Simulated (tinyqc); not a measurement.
Peak gain against injection: optical gain and spontaneous emission in a bulk direct-gap semiconductor.

Parabolic bands, vertical transitions, no excitons. For each hole band j: mr = me mj/(me + mj); joint density of states J_j(E) = (mr/c)^(3/2) sqrt(E - Eg)/(2 pi^2), both spins, c = hbar^2/2m0; averaged matrix element |e.p|^2 = m0 Ep/6; alpha_j(E) = 4 pi^2 alpha_f c Ep J_j/(3 nr E) in 1/angstrom (alpha_f the fine-structure constant, listed as alpha among the constants), times 1e8 for 1/cm.

F_j(eta) = (1/Gamma(j + 1)) integral_0^infinity x^j dx/(1 + exp(x - eta)), which tends to exp(eta) for eta << 0.

Quasi-Fermi levels: n = Nc F_1/2(Fc/kT) and p = Nv F_1/2(Fv/kT), Fc counted up from the conduction edge and Fv down from the valence edge; Nc, Nv from N = 2 (m kB T/(4 pi c))^(3/2) with c = hbar^2/2m0, in 1/angstrom^3; times 1e24 for 1/cm^3, with me and (mhh^(3/2) + mlh^(3/2))^(2/3).

For band j the electron sits at Ee = (E - Eg) mr/me above its edge and the hole at Eh = (E - Eg) mr/mj; fe = 1/(1 + exp((Ee - Fc)/kT)), fh = 1/(1 + exp((Eh - Fv)/kT)); gain g = sum_j alpha_j (fe + fh - 1).

Spontaneous rate: R = integral of (nr E/(hbar c))^2/(pi^2 hbar) sum_j alpha_j fe fh dE, with alpha in 1/cm and (nr E/(hbar c))^2 in 1/cm^2 (1e16 per 1/angstrom^2); B = R/(n p); lifetime n/R.

Constants: hbar^2/2m0 = 3.80998211 eV angstrom^2; fine-structure constant alpha = 0.007297352564; kB = 8.617333262e-05 eV/K; hbar = 6.58211957e-16 eV s; hbar c = 1973.269805 eV angstrom.

Parameters, chosen for this exercise (near those of GaAs; the results hold for these values, not for the real material):
- Eg = 1.432 eV (direct gap)
- me = 0.0677 m0 (electron mass)
- mhh = 0.511 m0 (heavy-hole mass)
- mlh = 0.0822 m0 (light-hole mass)
- Ep = 24.9 eV (Kane energy)
- nr = 3.65 (refractive index)
- T = 250 K

The peak is the largest g over E; a dash marks no gain.

Gain:

| n (1/cm^3) | Fc (eV) | Fv (eV) | peak gain (1/cm) | peak E - Eg (eV) | B (cm^3/s) |
|---|---|---|---|---|---|
| 4.8e+17 | 0.0183 | -0.0585 | - | - | 2.84e-10 |
| 7.6e+17 | 0.0343 | -0.0483 | - | - | 2.67e-10 |
| 1.1e+18 | 0.0494 | -0.0400 | 43 | 0.0032 | 2.50e-10 |
| 1.3e+18 | 0.0571 | -0.0362 | 139 | 0.0075 | 2.41e-10 |
| 2.2e+18 | 0.0865 | -0.0240 | 644 | 0.0250 | 2.08e-10 |
| 2.9e+18 | 0.1058 | -0.0173 | 1010 | 0.0367 | 1.89e-10 |
| 3.8e+18 | 0.1281 | -0.0106 | 1427 | 0.0497 | 1.70e-10 |

Give the missing row, n (1/cm^3) = 1.7e+18.

Computed row:
```
n (1/cm^3)  Fc (eV)  Fv (eV)  peak gain (1/cm)  peak E - Eg (eV)  B (cm^3/s)
1.7e+18      0.0710  -0.0300               363            0.0157    2.25e-10
```

transparency density (Fc + Fv = 0) = 9.53e+17 1/cm^3

Gain starts at 9.53e+17 1/cm^3, where Fc = -Fv = 0.0432 eV: with Nv/Nc = 22 the electrons must be degenerate before the holes are. The slope of peak gain against n is 4.80e-16 cm^2 between the first two rows with gain and 4.63e-16 between the last two; the peak moves from 0.0032 to 0.0497 eV above the gap as the bands fill, and B falls by a factor 1.67. Line broadening and gap shrinkage are left out.

Run: tinyqc, `OMP_NUM_THREADS=1 python tinyqc.py 1682076 1682077 out.jsonl`; Intel(R) Xeon(R) Processor @ 2.30GHz, one thread, shared host; about 0.09 s of CPU time with all checks.
